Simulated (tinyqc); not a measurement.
Jacobi rotations on a symmetric matrix, step by step. Computed by tinyqc, a small Python program that keeps every step. Settings: method = jacobi. Command: `OMP_NUM_THREADS=1 python tinyqc.py 23716 23717 out.jsonl` (the two numbers bound the seeds that draw the settings). One thread of a shared host (Intel(R) Xeon(R) Processor @ 2.60GHz), about 0.01 s of CPU time with the checks.

## Jacobi rotation 1

A, lower triangle:
```
          1          2          3         4
1  0.211000
2  0.258000   2.331000
3  0.158000  -0.125000   2.576000
4  0.101000  -0.362000  -0.423000  2.816000
```

Take the largest off-diagonal element A_pq; tan 2 theta = 2 A_pq / (A_qq - A_pp) with |theta| <= pi/4; A' = J^T A J with J_pp = J_qq = cos, J_pq = sin, J_qp = -sin.

p, q, theta (rad): 3.000000  4.000000  -0.647186

A', lower triangle:
```
           1          2         3         4
1   0.211000
2   0.258000   2.331000
3   0.186947  -0.317989  2.256308
4  -0.014689  -0.213430  0.000000  3.135692
```

## Jacobi rotation 2

As before.

p, q, theta (rad): 2.000000  3.000000  0.726944

A', lower triangle:
```
           1          2          3         4
1   0.211000
2   0.068537   2.613828
3   0.311153   0.000000   1.973480
4  -0.014689  -0.159477  -0.141843  3.135692
```

## All rotations

The off-diagonal norm falls at every rotation.

Rotations:
```
step  p  q      theta  off-diagonal norm
1     3  4  -0.647186           7.05e-01
2     2  3   0.726944           5.43e-01
3     1  3   0.169710           3.18e-01
4     2  4  -0.274300           2.24e-01
5     3  4  -0.119124           1.04e-01
6     1  2   0.028003           4.09e-02
7     2  3   0.048393           1.37e-02
8     1  4  -0.003023           4.27e-03
9     2  4   0.004792           5.08e-04
10    1  3  -0.000177           2.10e-04
11    3  4   0.000123           3.53e-05
12    1  2   0.000010           1.02e-06
13    2  3   1.25e-06           2.05e-07
14    1  4   4.78e-08           1.21e-10
```

eigenvalues: 0.155760  2.008711  2.572150  3.197379
